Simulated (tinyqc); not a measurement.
Van der Pauw, Hall and four-point-probe measurements on a doped layer: one step of the calculation.

A uniform n-type layer with sheet resistance Rs = 1/(q ns mu), point contacts, low field (mu B small).

Problem. New z. The van der Pauw equation exp(-pi RA z) + exp(-pi RB z) = 1 is solved for z = 1/Rs: e1 = exp(-pi RA z), e2 = exp(-pi RB z), f = e1 + e2 - 1, f' = -pi (RA e1 + RB e2), z(new) = z - f/f'.

z at the start = 0.22220985 mS
RA = 455.54238 ohm
RB = 1530.2885 ohm

Wanted: e1; e2; f; f'; z after iteration 1.

Solution.

e1 = 0.7276
e2 = 0.3436
f = 0.07119
f' = -2.693 kohm
z after iteration 1 = 0.2486 mS

tinyqc, about 0.04 s, one thread, Intel Xeon 2.30GHz (shared host): `OMP_NUM_THREADS=1 python tinyqc.py 2850167 2850168 out.jsonl`
